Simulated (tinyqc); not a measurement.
Polar nitride quantum well with polarisation fields: one step. Built-in fields.

In a periodic stack without free charge the potential drop over a period vanishes: F_w = (P_b - P_w) Lb/(eps0 (eps_w Lb + eps_b Lw)), F_b = -F_w Lw/Lb, eps0 = 8.8541878e-12 F/m; 1 MV/cm = 1e8 V/m = 0.01 V/angstrom.

Parameters, chosen for this exercise (near those of an InGaN well in GaN; the results hold for these values, not for the real material):
```
symbol  value  unit      meaning
Lw      34     angstrom  well width
Lb      60     angstrom  barrier width
eps_w   10.9             dielectric constant
eps_b   10.3             dielectric constant
```

Layers:
```
layer         e_par  Ppz (C/m^2)   P (C/m^2)
well     -0.0208781    0.0229323  -0.0073677
barrier   0.0000000    0.0000000  -0.0346000
```

Question. Give both fields and the drop |F_w| Lw across the well.

Give: F_w; F_b; drop.

Answer.

F_w = -1.838 MV/cm
F_b = 1.041 MV/cm
drop = 0.625 eV

Program tinyqc; command `OMP_NUM_THREADS=1 python tinyqc.py 1250976 1250977 out.jsonl`; about 0.04 s on one thread of a shared Intel(R) Xeon(R) Processor @ 2.30GHz.
